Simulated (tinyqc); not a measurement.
## Thin-film resistivity, exact integral against the thick limit

Fuchs-Sondheimer for a film of thickness d, k = d/lam: rho0/rho = 1 - (3 (1 - ps)/(2 k)) int_1^infinity (t^-3 - t^-5)(1 - exp(-k t))/(1 - ps exp(-k t)) dt; thick limit rho/rho0 = 1 + 3 (1 - ps)/(8 k).

Values chosen for this exercise; metal values close to those of copper: bulk resistivity rho0 = 1.69 uohm cm; bulk mean free path lam = 41 nm; specular share of surface scattering ps = 0.

Thin-film resistivity, exact integral against the thick limit:
```
d (nm)	k	rho/rho0, exact	thick limit	error of the limit (%)	rho (uohm cm)
2	0.04878	7.866	8.688	10.4	13.29
4	0.09756	4.861	4.844	-0.349	8.215
7.7	0.1878	3.213	2.997	-6.74	5.430
15	0.3659	2.225	2.025	-8.98	3.760
29	0.7073	1.655	1.530	-7.56	2.798
56	1.366	1.334	1.275	-4.42	2.254
110	2.683	1.160	1.140	-1.74	1.960
210	5.122	1.079	1.073	-0.531	1.823
410	10.00	1.039	1.038	-0.141	1.756
```

rho/rho0 falls from 7.87 to 1.04. The error of the thick limit goes from 10 through a minimum of -9.0 (at d = 15 nm among the rows listed) to -0.14 %; it stays within 5 % for k of 1.366 and above among the rows listed. The change of sign at small k is a crossing of two different laws, not agreement.

Program tinyqc, `OMP_NUM_THREADS=1 python tinyqc.py 2100075 2100076 out.jsonl`; Intel Xeon 2.30GHz, shared host, one thread, about 0.01 s.
